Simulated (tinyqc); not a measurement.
# Stacked nanosheet transistor, parasitic resistance, capacitance and delay: effects of single changes

Ns sheets share one contact on top; each has perimeter p = 2 (Ws + ts) and cross-section A = Ws ts; contact width Wc = Ws + 10 nm, stack height Hs = Ns pv. Sheet 1 is the top one. Contact length Lc = CPP - Lg - 2 Lsp, shared by two neighbouring gates. Source and drain sides are equal. The formulas are first-order estimates, not field solutions.

Values chosen for this exercise; values close to those of silicon logic devices: temperature T = 300 K; number of sheets Ns = 3; sheet width Ws = 15 nm; sheet thickness ts = 6 nm; vertical pitch of the sheets pv = 18 nm; vertical resistance between sheet levels rv = 168 ohm; contacted gate pitch CPP = 48 nm; gate length Lg = 18 nm; spacer length Lsp = 4 nm; relative permittivity of the spacer ks = 4.5; gate height above the channel stack Hc = 15 nm; contact resistivity rc = 5.3e-10 ohm cm^2; resistivity of the source-drain epitaxy re = 0.0003 ohm cm; current-carrying depth of the epitaxy te = 30 nm; resistivity of the extension rx = 0.0019 ohm cm; gate overlap Lov = 1 nm; inversion capacitance Cinv = 3.2 uF/cm^2; injection velocity vx = 1e7 cm/s; apparent mobility mu = 160 cm^2/(V s); threshold at zero drain voltage VT = 0.24 V; barrier lowering dl = 0.071 V/V; subthreshold factor n = 1.24; wire load Cw = 0.06 fF; supply voltage Vdd = 0.7 V.

Constants: q = 1.602176634e-19 C, kB = 1.380649e-23 J/K, eps0 = 8.8541878128e-12 F/m, Vt = kB T/q. Results are converted to the units shown.

Each table varies one quantity; the others keep the values above.

## Effect of the relative permittivity of the spacer

Epitaxy sheet resistance Rsh = re/te, transfer length LT = sqrt(rc/Rsh), contact Rc = [sqrt(rc Rsh)/Wc] coth(Lc/(2 LT)); extension of one sheet Rx = rx Lsp/A. With N sheets: gate Cg = Cinv p N Lg; per side, plate Cp = ks eps0 [Wc (Hs + Hc) - N A]/Lsp, top fringe Cf = (2/pi) ks eps0 Wc ln(1 + Lg/(2 Lsp)), overlap Co = Cinv p N Lov. One sheet: I = p Q vx u/(1 + |u|^1.8)^(1/1.8), Q = Cinv n Vt ln(1 + exp((Vg' - VT + dl Vd')/(n Vt))), u = Vd' mu/(vx Lg), Vg' = Vgs - v, Vd' = Vds - 2 v, with the drop on each side v_j = Rc sum I + rv (sum over levels k = 2..j of the current of sheets k..Ns) + Rx I_j. Ieff = [I(Vgs = Vdd, Vds = Vdd/2) + I(Vdd/2, Vdd)]/2, total currents. With Cs = Cp + Cf + Co, the load of an inverter of two such devices driving an equal one is CL = 2 (Cg + 2 Cs) + 4 Cs + Cw (own drains counted twice for the Miller effect); delay CL Vdd/(2 Ieff).

The same in every row: Rc (ohm) = 207.2; Rx/N (ohm) = 281.5; Ieff (uA) = 91.98.

Results:
```
ks   CL (aF)  delay (ps)
1      264.5       1.006
2      291.6       1.110
4      345.8       1.316
5.5    386.4       1.470
7      427.1       1.625
```

Estimate the missing row, ks = 3.

Computed row:
```
ks  CL (aF)  delay (ps)
3     318.7       1.213
```

With this row back in the table: As ks goes from 1 to 7, Ieff stays at 92.0 uA, CL rises from 265 to 427 aF and the delay rises from 1.01 to 1.63 ps.

## Effect of the sheet width

Same model as above.

Results:
```
Ws (nm)  Rc (ohm)  Rx/N (ohm)  Ieff (uA)  CL (aF)  delay (ps)
8           287.7       527.8      60.60    270.1       1.560
12          235.4       351.9      78.77    321.1       1.427
25          148.0       168.9      134.4    486.8       1.268
35          115.1       120.6      174.8    614.4       1.230
50          86.32       84.44      232.5    805.6       1.213
70          64.74       60.32      304.4     1061       1.219
```

Estimate the missing row, Ws = 18 nm.

Computed row:
```
Ws (nm)  Rc (ohm)  Rx/N (ohm)  Ieff (uA)  CL (aF)  delay (ps)
18          185.0       234.6      104.9    397.6       1.326
```

With this row back in the table: As Ws goes from 8 to 70 nm, Ieff rises from 60.6 to 304 uA, CL rises from 270 to 1060 aF and the delay goes from 1.56 through a minimum of 1.21 (at Ws = 50 nm among the rows listed) to 1.22 ps. From the first row to the last Ieff grows by a factor of 5.02 and CL by 3.93; the first step changes the delay by -8.5 %, the last by 0.53 %.

## Effect of the wire load

Same model as above.

The same in every row: Rc (ohm) = 207.2; Rx/N (ohm) = 281.5; Ieff (uA) = 91.98.

Results:
```
Cw (fF)  CL (aF)  delay (ps)
0.02       319.3       1.215
0.043      342.3       1.303
0.093      392.3       1.493
0.43       729.3       2.775
0.93        1229       4.678
2           2299       8.749
```

Estimate the missing row, Cw = 0.2 fF.

Computed row:
```
Cw (fF)  CL (aF)  delay (ps)
0.2        499.3       1.900
```

With this row back in the table: As Cw goes from 0.02 to 2 fF, Ieff stays at 92.0 uA, CL rises from 319 to 2300 aF and the delay rises from 1.22 to 8.75 ps.

Numbers from tinyqc (`OMP_NUM_THREADS=1 python tinyqc.py 2170161 2170162 out.jsonl`; about 0.09 s on one thread of a shared Intel Xeon 2.30GHz).
